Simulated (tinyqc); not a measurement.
Inside a calculation. Method: plane-wave Kohn-Sham cycle with exchange-only LDA in a layered model solid. One step of it, computed by the program tinyqc.

Question. Iteration 1: potential. V_H(G) = 4 pi rho(G)/G^2 for G != 0 (uniform background); v_x = -(3 rho/pi)^(1/3); V = V_ext + V_H + v_x; Fourier components f(G_m) = (1/N) sum_j f(x_j) exp(-i G_m x_j).

A solid whose potential varies along x alone (atomic units):

| parameter | value |
|---|---|
| period a | 15.600000 |
| cross-section of the cell | 33.000000 |
| electrons per cell | 2 |
| grid points | 16 |
| plane waves -n..n, n | 3 |
| k points | 3 |
| V1 in V1 cos(2 pi x/a) | -0.190000 |
| V2 in V2 cos(4 pi x/a) | 0.070000 |

density at the start, on the grid x_j = j a/N (e/bohr^3): 0.00388500  0.00388500  0.00388500  0.00388500  0.00388500  0.00388500  0.00388500  0.00388500  0.00388500  0.00388500  0.00388500  0.00388500  0.00388500  0.00388500  0.00388500  0.00388500

Give: Potentials on the grid; V(G_m), m = 0, 1, 2, ....

Answer.

Potentials on the grid (hartree):

| x | V_ext | V_H | v_x | V |
|---|---|---|---|---|
| 0.000 | -0.120 | 0.000 | -0.155 | -0.275 |
| 0.975 | -0.126 | 0.000 | -0.155 | -0.281 |
| 1.950 | -0.134 | 0.000 | -0.155 | -0.289 |
| 2.925 | -0.122 | 0.000 | -0.155 | -0.277 |
| 3.900 | -0.070 | 0.000 | -0.155 | -0.225 |
| 4.875 | 0.023 | 0.000 | -0.155 | -0.132 |
| 5.850 | 0.134 | 0.000 | -0.155 | -0.020 |
| 6.825 | 0.225 | 0.000 | -0.155 | 0.070 |
| 7.800 | 0.260 | 0.000 | -0.155 | 0.105 |
| 8.775 | 0.225 | 0.000 | -0.155 | 0.070 |
| 9.750 | 0.134 | 0.000 | -0.155 | -0.020 |
| 10.725 | 0.023 | 0.000 | -0.155 | -0.132 |
| 11.700 | -0.070 | 0.000 | -0.155 | -0.225 |
| 12.675 | -0.122 | 0.000 | -0.155 | -0.277 |
| 13.650 | -0.134 | 0.000 | -0.155 | -0.289 |
| 14.625 | -0.126 | 0.000 | -0.155 | -0.281 |

V(G_m), m = 0, 1, 2, ... (hartree): -0.155  -0.095  0.035  0.000  0.000  0.000  0.000
